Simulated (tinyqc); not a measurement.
## Contact resistivity and sheet resistance from two contact lengths

Question. Rc = [sqrt(rc Rsh)/Wc] coth(Lc/(2 LT)), LT = sqrt(rc/Rsh), Wc = 102 nm; the second contact is twice as long as the first. Find LT, rc and Rsh.

Rc for Lc = 22 and 44 nm (ohm): [112.114181, 63.5157083]

Answer. With t = tanh(Lc/(2 LT)) for the shorter contact, the resistance of the longer over that of the shorter is (1 + t^2)/2. Then sqrt(rc Rsh) = Rc t Wc, and rc and Rsh follow by multiplying and dividing by LT.

LT = 28.8 nm
rc = 1.20e-9 ohm cm^2
Rsh = 145 ohm

Program tinyqc, `OMP_NUM_THREADS=1 python tinyqc.py 2170132 2170133 out.jsonl`; Intel Xeon 2.30GHz, shared host, one thread, about 0.03 s.
